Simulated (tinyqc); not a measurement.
From results to parameters: Luttinger model of the valence bands. Computed by the program tinyqc.

Problem. In the four-band Luttinger model 1/m = g1 -/+ 2 g2 along [100] and g1 -/+ 2 g3 along [111]. Find g1, g2, g3 and the light hole mass along [111].

heavy and light hole masses along [100] (electron masses): 0.116959  0.038655
heavy hole mass along [111] = 0.160000 electron masses

Solution. The mean of the two inverse masses along [100] is g1 and a quarter of their difference is g2; g3 = (g1 - 1/m_hh[111])/2.

g1, g2, g3: 17.210  4.330  5.480
light hole mass along [111] = 0.0355 electron masses
